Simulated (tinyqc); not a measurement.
Inside a calculation. Method: plane-wave Kohn-Sham cycle with exchange-only LDA in a layered model solid. One step of it, computed by the program tinyqc.

Task: Iteration 1: Hamiltonian at one k. H(m,m') = (k + G_m)^2/2 delta + V(G_m - G_m'), with V(-G) = V(G).

A solid whose potential varies along x alone (atomic units):
```
parameter                      value
period a                   12.600000
cross-section of the cell  12.000000
electrons per cell                 2
grid points                       16
plane waves -n..n, n               3
k points                           2
V1 in V1 cos(2 pi x/a)     -0.490000
```

V(G_m), m = 0, 1, 2, ... (hartree): -0.232889  -0.245000  0.000000  0.000000  0.000000  0.000000  0.000000

k = 0.250000 2 pi / a

Give: H.

Result:

H (hartree), lower triangle:
```
         -3       -2       -1       +0       +1       +2      +3
-3   0.7074
-2  -0.2450   0.1479
-1   0.0000  -0.2450  -0.1630
+0   0.0000   0.0000  -0.2450  -0.2251
+1   0.0000   0.0000   0.0000  -0.2450  -0.0386
+2   0.0000   0.0000   0.0000   0.0000  -0.2450   0.3965
+3   0.0000   0.0000   0.0000   0.0000   0.0000  -0.2450  1.0804
```
